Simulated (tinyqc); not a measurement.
Worked calculation: delta-doped layer in the Thomas-Fermi potential. Values are carried at full precision from step to step, so a last printed digit may differ when a step is redone from the rounded ones.

All donors ionised in the plane z = 0, zero temperature, energies from the Fermi level EF of the Thomas-Fermi model, which lies at the bulk band edge; c = hbar^2/2m0, q = e^2/(4 pi eps0). Layer in a (001) plane: two valleys with m_z = ml, m_d = mt (unprimed) and four with m_z = mt, m_d = sqrt(ml mt) (primed); m3 = (ml mt^2)^(1/3), gv = 6. With n = (gv/3 pi^2)(m3 (-V)/c)^(3/2) and V'' = -(4 pi q/eps) n for z > 0, the solution is V = -b/(|z| + z0)^4 with sqrt(b) = 20/K, K = (4 pi q/eps)(gv/3 pi^2)(m3/c)^(3/2), and z0^5 = 4b/(e F0), e F0 = 2 pi q N/eps; 1e13/cm^2 = 1e-3/angstrom^2. Exchange and correlation are left out.

Constants: hbar^2/2m0 = 3.80998211 eV angstrom^2; e^2/(4 pi eps0) = 14.39964547 eV angstrom.

Values chosen for the exercise (near those of a delta-doped layer in Si; the results hold for these values, not for the real material):
- ml = 0.9 m0 (longitudinal mass)
- mt = 0.192 m0 (transverse mass)
- eps = 11.5 (dielectric constant)
- N = 11 x 1e13/cm^2 (donor sheet density)

## The Thomas-Fermi well

Give K, b, e F0, z0 and the depth b/z0^4.

K = 0.078097 eV^(-1/2) angstrom^-2
b = 65584 eV angstrom^4
e F0 = 0.086542 eV/angstrom
z0 = 19.78 angstrom
depth = 0.4280 eV

Half of the electrons lie within |z| < (2^(1/5) - 1) z0 = 2.9 angstrom. The mean donor spacing in the plane is 9.5 angstrom, against a Bohr radius 0.529177 eps/m3 = 18.9 angstrom: the orbits overlap many donors, so a smeared sheet is a fair model in the plane. Across the plane the Thomas-Fermi density is more peaked than that of the quantised subbands, the more so the fewer are filled.

## Profile

V = -b/(|z| + z0)^4, n and the share of electrons beyond |z|, (z0/(|z| + z0))^5, at z = 0, 0.1, 0.25, 0.5, 1 and 2 times z0; n = (eps/(4 pi q)) 20 b/(|z| + z0)^6, q = e^2/(4 pi eps0), 1/angstrom^3 = 1e24/cm^3.

Profile:
```
z (angstrom)   V (eV)  n (1e19/cm^3)  share beyond
0.0           -0.4280            139         1.000
2.0           -0.2924           78.5         0.621
4.9           -0.1753           36.4         0.328
9.9           -0.0846           12.2         0.132
19.8          -0.0268           2.17         0.031
39.6          -0.0053          0.191         0.004
```

## Subbands

Subbands solve -(c/m_z) psi'' + V psi = E psi on 1280 points of spacing z0/80; up to ten levels for each group, kept if bound with an rms width below 2.5 z0.

List the bound levels with their rms width.

Subbands:
```
label  valleys g  m_d (m0)   E (eV)  rms z (angstrom)
0              2    0.1920  -0.1976               4.8
0'             4    0.4157  -0.1168              11.0
1              2    0.1920  -0.0315              16.1
2              2    0.1920  -0.0044              40.1
```

The lowest level lies 54 % of the way up the well, and 0' follows 81 meV higher.

## Filling the subbands

At zero temperature n_i = g m_d (mu - E_i)/(2 pi c) for E_i < mu, c = hbar^2/2m0; find mu from sum n_i = N (1e13/cm^2 = 1e-3/angstrom^2).

mu = -0.0078 eV

n_i in the order of the list (1e13/cm^2): [3.045, 7.575, 0.380, 0.000]

3 subbands filled in part, the lowest with 28 % of the electrons. The potential was built for a Fermi level at 0; filling its quantised levels puts mu 1.8 % of the depth below that, which shows how nearly the two pictures agree. The fullest is 0', with 69 %.

## Estimate from a V-shaped well

Near z = 0 the well is -depth + e F0 |z|, whose levels are a (c (e F0)^2/m_z)^(1/3) with a = 1.018793 (even) and 2.338107 (odd); c = hbar^2/2m0, m_z = ml, for the unprimed levels.

levels 0 and 1 (eV): [-0.1056, 0.3120]

Level 0 comes out 92 meV too high, since screening flattens the true well away from the plane, and level 1 lands above the rim at 0.

## Checks

- Integral of the Thomas-Fermi density against N, 1e13/cm^2: both 11.00.
- Lowest level on a finer grid (z0/200), eV: both -0.198.

(tinyqc, `OMP_NUM_THREADS=1 python tinyqc.py 1250412 1250413 out.jsonl`, Intel(R) Xeon(R) Processor @ 2.30GHz, 1 thread, shared host, about 0.3 s.)
